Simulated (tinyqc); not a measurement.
Global model of a low-pressure process discharge: electron temperature, density, ion flux and ion energy. From T_e back to pressure p. Computed by tinyqc, a small Python program. Command: `OMP_NUM_THREADS=1 python tinyqc.py 3111515 3111516 out.jsonl plasma inv`. One thread of a shared host (Intel(R) Xeon(R) Processor @ 2.30GHz), about 0.02 s of CPU time with the checks.

Maxwellian electrons with temperature T_e in eV, one positive ion, no negative ions, uniform bulk density n; rate constants have the Arrhenius form.

Inputs (values chosen for the exercise, of the order of those of an inductive discharge in a simple atomic gas):
```
quantity                     value   unit
ion mass M                      40      u
ionisation prefactor K0    3.3e-14  m^3/s
ionisation energy E_iz        15.7     eV
ion-neutral cross section  8.3e-19    m^2
gas temperature T_g            400      K
radius R                        11     cm
height L                        12     cm
```

Constants: k_B = 1.380649e-23 J/K; e = 1.602176634e-19 C; u = 1.6605390666e-27 kg.

Method:
- n_g = p/(k_B T_g); lambda_i = 1/(n_g sigma); h_L = 0.86/sqrt(3 + L/(2 lambda_i)), h_R = 0.8/sqrt(4 + R/lambda_i); A_eff = 2 pi R^2 h_L + 2 pi R L h_R; d_eff = pi R^2 L/A_eff.
- Particle balance: K0 exp(-E_iz/T_e) n_g d_eff = u_B, u_B = sqrt(e T_e/M).
- Root found by bracketing.

Problem. A run gave the result below. Find the pressure p, known to lie between 0.13 and 0.33 Pa.

T_e = 4.332915 eV

Solution.

Each step takes the trial c = (a f_b - b f_a)/(f_b - f_a), f being the result less the target and a, b, c the logarithms of the listed values; c replaces end b, the old b replaces a if the sign of f changed, and otherwise f_a is halved.

Scan of the range:
```
pressure p (Pa)  T_e (eV)
0.130             5.61441
0.152             5.20505
0.177             4.85981
0.207             4.54871
0.242             4.27442
0.283             4.02950
0.330             3.81348
```

False position (Illinois rule, in the logarithm of the input) inside the bracket:
```
step     end a     end b     trial  T_e (eV)
1     0.207000  0.242000  0.234070   4.33023
2     0.207000  0.234070  0.233372   4.33530
3     0.234070  0.233372  0.233700   4.33291
4     0.233372  0.233700  0.233700   4.33291
```

T_e falls at every point of a 13-point scan of the range (every second point is shown), so one value fits; it is bracketed by 0.207 and 0.242. Answer: pressure p = 0.2337 Pa.
